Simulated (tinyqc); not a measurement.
MP2 on RHF in the sto-6g basis, for H2, spin multiplicity 1, step by step. One step of it, computed by the program tinyqc.

Task: Iteration 2 (converged): orbitals. Diagonalise F' = X^T F X, C = X C', fill 1 alpha and 1 beta electrons from the bottom; D = 2 C_occ C_occ^T. Each column has its largest component positive (the first on a tie).

converged F (hartree), order 1H 1s, 2H 1s:
$$\begin{pmatrix}
-0.218242 & -0.436225 \\
-0.436225 & -0.218242
\end{pmatrix}$$

X, order 1H 1s, 2H 1s:
$$\begin{pmatrix}
1.083089 & -0.248636 \\
-0.248636 & 1.083089
\end{pmatrix}$$

Give: F' = X^T F X; orbital energies; coefficients C; D after iteration 2.

Result:

F' = X^T F X (hartree):
$$\begin{pmatrix}
-0.0346 & -0.4212 \\
-0.4212 & -0.0346
\end{pmatrix}$$

orbital energies (hartree): MO1 -0.4557, MO2 0.3866

coefficients C, order 1H 1s, 2H 1s:
$$\begin{pmatrix}
0.5900 & 0.9417 \\
0.5900 & -0.9417
\end{pmatrix}$$

D after iteration 2, order 1H 1s, 2H 1s:
$$\begin{pmatrix}
0.6963 & 0.6963 \\
0.6963 & 0.6963
\end{pmatrix}$$
